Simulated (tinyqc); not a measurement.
Nuclear against electronic stopping over energy: ion implantation: universal nuclear stopping, Lindhard-Scharff electronic stopping and a Gaussian range profile. Computed by tinyqc, a small Python program. Command: `OMP_NUM_THREADS=1 python tinyqc.py 3022069 3022070 out.jsonl implant walk`. One thread of a shared host (Intel(R) Xeon(R) Processor @ 2.30GHz), about 0.09 s of CPU time with the checks.

An ion slows by elastic collisions with screened nuclei and by friction with electrons; channelling is ignored and the target is uniform.

Inputs (values chosen for the exercise, modelled on germanium ions in germanium):
```
quantity,value,unit
ion atomic number Z1,32,-
ion mass M1,74,u
target atomic number Z2,32,-
target mass M2,72.63,u
target density N,44.2,1/nm^3
scale factor of electronic stopping k,1.5,-
```

Method:
- Reduced energy eps = 32.53 M2 E/(Z1 Z2 (M1 + M2)(Z1^0.23 + Z2^0.23)), E in keV; s_n = ln(1 + 1.1383 eps)/(2 (eps + 0.01321 eps^0.21226 + 0.19593 eps^0.5)) for eps up to 30 and ln(eps)/(2 eps) above; S_n = 8.462 Z1 Z2 M1 s_n/((M1 + M2)(Z1^0.23 + Z2^0.23)) in 1e-15 eV cm^2.
- S_e = k 3.83 Z1^(7/6) Z2/(Z1^(2/3) + Z2^(2/3))^(3/2) sqrt(E/M1) in 1e-15 eV cm^2, E in keV.
- Path length R = int_0^E dE'/(N (S_n + S_e)); energy lost to nuclei nu = int_0^E S_n/(S_n + S_e) dE' (both with E' = E y^3 and 64 Gauss-Legendre points in y).

Stopping (1e-15 eV cm^2) and range:
```
E (keV),eps,S_n,S_e,R (nm),nu/E
1,3.5454e-03,103.34,13.46,4.37,0.88267
2,7.0908e-03,140.39,19.04,6.00,0.88270
5,1.7727e-02,199.13,30.10,9.45,0.87773
10,3.5454e-02,247.20,42.57,13.78,0.86914
20,7.0908e-02,292.78,60.21,20.76,0.85491
50,1.7727e-01,336.74,95.20,37.82,0.82371
100,3.5454e-01,346.65,134.63,62.41,0.78609
200,7.0908e-01,328.91,190.39,107.39,0.73027
500,1.7727e+00,265.64,301.04,231.91,0.61791
```

What follows from these numbers?

Nuclear stopping peaks near 100 keV among these rows (eps = 0.35; the universal curve peaks near 0.3). Electronic stopping overtakes it between 200 and 500 keV. The path length grows as E^0.46 at the low end and E^0.84 at the high end; constant stopping would give E^1, and stopping that rises with E, be it nuclear (below its peak) or electronic, gives a lower exponent.

Extremes, crossings and ranges named in words are read from the listed rows.
